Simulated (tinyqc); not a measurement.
Stacked nanosheet transistor, parasitic resistance, capacitance and delay: course of the iteration: sheet currents at Vgs = Vdd, Vds = Vdd/2.

Ns sheets share one contact on top; each has perimeter p = 2 (Ws + ts) and cross-section A = Ws ts; contact width Wc = Ws + 10 nm, stack height Hs = Ns pv. Sheet 1 is the top one. Contact length Lc = CPP - Lg - 2 Lsp, shared by two neighbouring gates. Source and drain sides are equal. The formulas are first-order estimates, not field solutions.

One sheet: I = p Q vx u/(1 + |u|^1.8)^(1/1.8), Q = Cinv n Vt ln(1 + exp((Vg' - VT + dl Vd')/(n Vt))), u = Vd' mu/(vx Lg), Vg' = Vgs - v, Vd' = Vds - 2 v, with the drop on each side v_j = Rc sum I + rv (sum over levels k = 2..j of the current of sheets k..Ns) + Rx I_j. I(new) = I(out).

Stop when the largest change of I is below 1e-6 uA, or after 20 iterations.

Parameters, values chosen for the exercise; values close to those of silicon logic devices: temperature T = 300 K; sheet width Ws = 40 nm; sheet thickness ts = 6 nm; vertical resistance between sheet levels rv = 189 ohm; gate length Lg = 16 nm; inversion capacitance Cinv = 2.5 uF/cm^2; injection velocity vx = 1.1e7 cm/s; apparent mobility mu = 200 cm^2/(V s); threshold at zero drain voltage VT = 0.18 V; barrier lowering dl = 0.022 V/V; subthreshold factor n = 1.29; supply voltage Vdd = 0.65 V.

Constants: q = 1.602176634e-19 C, kB = 1.380649e-23 J/K, Vt = kB T/q. Results are converted to the units shown.

I at the start (uA): sheet 1 0, sheet 2 0
Rc = 606.287 ohm
Rx = 283.333 ohm

Course of the iteration:
```
iteration,total I (uA),largest |change| of one entry (uA)
1,229.542,115
2,-53.8483,153
3,255.943,169
4,-84.2714,177
5,269.552,184
6,-91.4317,185
7,272.660,186
8,-92.4939,186
9,273.115,187
...,...,...
12,-92.6532,187
13,273.183,187
14,-92.6556,187
15,273.184,187
16,-92.6559,187
17,273.184,187
18,-92.6560,187
19,273.184,187
20,-92.6560,187
```

Did this iteration meet its convergence test, and what does its course show?

No. Not converged within 20 iterations. The total swings between -92.66 and 273.2 for good. The largest eigenvalue of dI(out)/dI at the solution has size 1.18: above one, so substitution cannot converge. A rerun with the update damped to 0.5 converges in 18 iterations.

Program tinyqc, `OMP_NUM_THREADS=1 python tinyqc.py 2170131 2170132 out.jsonl`; Intel Xeon 2.30GHz, shared host, one thread, about 0.09 s.
